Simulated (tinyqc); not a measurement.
# Resonant-tunnelling diode, transfer matrices and Tsu-Esaki current: effects of single changes

Emitter (band edge 0), barrier d1, well Lw, barrier d2, collector (edge -V). The bias drops linearly over these layers and none in the contacts; each layer is cut into ns equal slices, flat at the value of their centres. E is the energy of motion across the layers, C = hbar^2/(2 m0), psi and psi'/m are continuous. Transport is coherent, T(E) is taken as independent of the transverse momentum, and charge in the well is ignored.

Values chosen for this exercise; masses and offsets of a made-up heterostructure:
- T = 77 K (temperature)
- mw = 0.28 m0 (mass in the well, spacer and contacts)
- U1 = 1.4 eV (barrier height)
- m1 = 0.63 m0 (barrier mass)
- d1 = 0.8 nm (emitter barrier)
- Lw = 1.5 nm (well width)
- d2 = 0.8 nm (collector barrier)
- ns = 2 (slices in each layer)
- Ef = 0.17 eV (Fermi energy of both contacts above their band edges)

Constants: q = 1.602176634e-19 C, kB = 1.380649e-23 J/K, hbar = 1.054571817e-34 J s, m0 = 9.1093837015e-31 kg, Vt = kB T/q, hbar^2/(2 m0) = 0.0380998212 eV nm^2. Results are converted to the units shown.

Each table varies one quantity; the others keep the values above.

## Current against voltage

For the pair (psi, psi'/m) a flat layer has M = [[cos kd, (m/k) sin kd], [-(k/m) sin kd, cos kd]] with k = sqrt(m (E - U)/C) above its edge U, and M = [[cosh Kd, (m/K) sinh Kd], [(K/m) sinh Kd, cosh Kd]] with K = sqrt(m (U - E)/C) below it. Later slices stand to the left. With M acting on (psi, psi'/m) and v = k/m in each lead, T(E) = 4 vL vR/[(vL vR M12 - M21)^2 + (vR M11 + vL M22)^2]. J = J0 times the integral over E > 0 of T(E) N(E), N = ln[(1 + exp((Ef - E)/Vt))/(1 + exp((Ef - V - E)/Vt))], J0 = q^2 mw m0 kB T/(2 pi^2 hbar^3) (times 1e-4 for A/cm^2 per eV). The integral is converged to the digits shown.

Current against voltage:

| V (V) | J (kA/cm^2) |
|---|---|
| 0.047 | 0.1072 |
| 0.117 | 9.526 |
| 0.187 | 91.68 |
| 0.257 | 172.5 |
| 0.328 | 218.0 |
| 0.398 | 202.2 |
| 0.468 | 1.989 |
| 0.539 | 0.6186 |
| 0.609 | 0.4645 |
| 0.679 | 0.4278 |
| 0.75 | 0.4398 |
| 0.82 | 0.4868 |

What does the comparison show?

Among the rows the current peaks at 218 kA/cm^2 at V = 0.328 V and falls to 0.428 kA/cm^2 at 0.679 V, a ratio of 510. At zero bias the resonance lies at 0.233 eV and the centre of the well takes the share 0.500 of the bias, so the level should reach the emitter band edge near V = 0.465 V; beyond that only the tail of the broadened level (width 0.459 meV at zero bias) and off-resonant tunnelling carry current. Without scattering and space charge the valley comes out far lower than in a real diode. In 6 of the 12 rows the bias alone exceeds 0.4 V, so electrons enter the collector far above its band edge, where real bands are no longer parabolic.

## Resonance against bias

The resonance is the first maximum of T(E) for E > 0, G its full width at half maximum. For a sharp resonance J = J0 (pi G/2) Tp N(Er), with Er the peak energy, Tp the peak transmission and G the full width at half maximum (in eV).

Resonance against bias:

| V (V) | Er (eV) | Tp | G (meV) | J (kA/cm^2) | one-resonance J (kA/cm^2) |
|---|---|---|---|---|---|
| 0.047 | 0.2090 | 0.9911 | 0.4596 | 0.1072 | 0.05992 |
| 0.105 | 0.1798 | 0.9561 | 0.4630 | 4.493 | 4.279 |
| 0.163 | 0.1505 | 0.8956 | 0.4688 | 59.12 | 59.29 |
| 0.221 | 0.1210 | 0.8114 | 0.4769 | 134.4 | 134.9 |
| 0.279 | 0.09141 | 0.7048 | 0.4870 | 191.4 | 192.0 |
| 0.337 | 0.06164 | 0.5746 | 0.4983 | 220.2 | 220.8 |
| 0.395 | 0.03174 | 0.4102 | 0.5087 | 204.8 | 205.4 |

Er falls from 0.209 to 0.0317 eV, by 0.509 eV a volt, against the share 0.500 of the bias at the centre of the well. Tp falls from 0.991 to 0.410: the bias makes equal barriers unequal. The one-resonance current is 44 % below the full integral in the first row and 0.29 % above it in the last.

tinyqc, about 0.1 s, one thread, Intel Xeon 2.30GHz (shared host): `OMP_NUM_THREADS=1 python tinyqc.py 2600043 2600044 out.jsonl`
